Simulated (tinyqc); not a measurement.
Inside a calculation. Method: Hubbard chain of 5 sites. One step of it, computed by the program tinyqc.

Task: Mean-field iteration 1. H(up) = T + U n(down), H(down) = T + U n(up); fill the lowest levels; n(new) = n + mixing (n(out) - n); E = tr T (rho up + rho down) + U sum n_up n_down of the output.

one-body matrix (hopping and site energies) (eV), lower triangle:
```
           1          2          3          4         5
1   0.000000
2  -0.850000   0.000000
3   0.000000  -0.850000   0.000000
4   0.000000   0.000000  -0.850000   0.000000
5   0.000000   0.000000   0.000000  -0.850000  0.000000
```

U = 3.500000 eV

electrons, up and down: 3  3

mixing = 1

n(up) at the start (a guess, not normalised): 1 0.650000, 2 0.550000, 3 0.650000, 4 0.550000, 5 0.650000

n(down) at the start (a guess): 1 0.550000, 2 0.650000, 3 0.550000, 4 0.650000, 5 0.550000

Give: levels, up; levels, down; energy; n(up) after iteration 1; n(down) after iteration 1.

Result:

levels, up (eV): 0.6174  1.2322  1.9250  2.9678  3.5826

levels, down (eV): 0.6174  1.2322  2.2750  2.9678  3.5826

energy = 1.7521 eV

n(up) after iteration 1: 1 0.7269, 2 0.4201, 3 0.7060, 4 0.4201, 5 0.7269

n(down) after iteration 1: 1 0.6064, 2 0.5799, 3 0.6273, 4 0.5799, 5 0.6064
